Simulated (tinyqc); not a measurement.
Inside a calculation. Method: Hubbard chain of 2 sites. Computed by tinyqc, a small Python program that keeps every step. Settings: hopping = 1.98, U = 6.7, mixing = 0.2, iteration cap = 79. Command: `OMP_NUM_THREADS=1 python tinyqc.py 30794 30795 out.jsonl` (the two numbers bound the seeds that draw the settings). One thread of a shared host (Intel(R) Xeon(R) Processor @ 2.60GHz), about 0.2 s of CPU time with the checks. Later iterations appear only in the table of the cycle.

## Mean-field iteration 1

one-body matrix (hopping and site energies) (eV):
```
           1          2
1   0.000000  -1.980000
2  -1.980000   0.000000
```

U = 6.700000 eV

electrons, up and down: 1  1

mixing = 0.200000

n(up) at the start (a guess, not normalised): 1 0.950000, 2 0.050000

n(down) at the start (a guess): 1 0.050000, 2 0.950000

H(up) = T + U n(down), H(down) = T + U n(up); fill the lowest levels; n(new) = n + mixing (n(out) - n); E = tr T (rho up + rho down) + U sum n_up n_down of the output.

levels, up (eV): -0.257024  6.957024

levels, down (eV): -0.257024  6.957024

energy = -1.164327 eV

n(up) after iteration 1: 1 0.943587, 2 0.056413

n(down) after iteration 1: 1 0.056413, 2 0.943587

## Mean-field iteration 2

As before.

levels, up (eV): -0.221187  6.921187

levels, down (eV): -0.221187  6.921187

energy = -1.165779 eV

n(up) after iteration 2: 1 0.938092, 2 0.061908

n(down) after iteration 2: 1 0.061908, 2 0.938092

## Mean-field iteration 3

As before.

levels, up (eV): -0.190607  6.890607

levels, down (eV): -0.190607  6.890607

energy = -1.166877 eV

n(up) after iteration 3: 1 0.933375, 2 0.066625

n(down) after iteration 3: 1 0.066625, 2 0.933375

## Convergence

Each step fills the lowest levels of T + U n(other spin) and sets n(new) = n + mixing (n(out) - n); stop when output and input agree to 1e-8.

Course of the cycle:
```
iteration       E (eV)  largest |n(out) - n(in)|  mean |n_up - n_down|
1          -1.16432661                  3.21e-02              0.835869
2          -1.16577935                  2.75e-02              0.832225
3          -1.16687703                  2.36e-02              0.829015
4          -1.16770625                  2.03e-02              0.826192
5          -1.16833260                  1.75e-02              0.823715
6          -1.16880572                  1.51e-02              0.821542
7          -1.16916311                  1.30e-02              0.819640
8          -1.16943310                  1.12e-02              0.817976
9          -1.16963708                  9.71e-03              0.816522
10         -1.16979122                  8.40e-03              0.815252
11         -1.16990770                  7.28e-03              0.814143
...                ...                       ...                   ...
69         -1.17026866                  2.17e-06              0.806641
70         -1.17026866                  1.89e-06              0.806641
71         -1.17026866                  1.64e-06              0.806641
72         -1.17026866                  1.43e-06              0.806640
73         -1.17026866                  1.24e-06              0.806640
74         -1.17026866                  1.08e-06              0.806640
75         -1.17026866                  9.42e-07              0.806640
76         -1.17026866                  8.19e-07              0.806640
77         -1.17026866                  7.12e-07              0.806640
78         -1.17026866                  6.20e-07              0.806639
79         -1.17026866                  5.39e-07              0.806639
```

Not converged within 79 iterations: the residual falls steadily but slowly, by a factor of about 0.87 a step. The lowest mean-field energy found from random starts is -1.17027 eV. Reruns (cap 100 unless said): mixing 0.5: converged in 39 (E = -1.17027); mixing 0.9: converged in 18 (E = -1.17027); the original settings with a cap of 400: converged in 108 (E = -1.17027).

## The many-body Hamiltonian

Basis: all placements (u, d, 2, 0 on each site), up operators ordered before down ones; hops carry the sign of the same-spin electrons passed.

H (eV), lower triangle:
```
           20         ud         du        02
20   6.700000
ud  -1.980000   0.000000
du  -1.980000   0.000000   0.000000
02   0.000000  -1.980000  -1.980000  6.700000
```

## Exact diagonalisation (4 states)

Lowest levels of the sector, and the double occupancy of the lowest state.

lowest levels (eV): -1.836916  0.000000  6.700000  8.536916

double occupancy per site = 0.088536
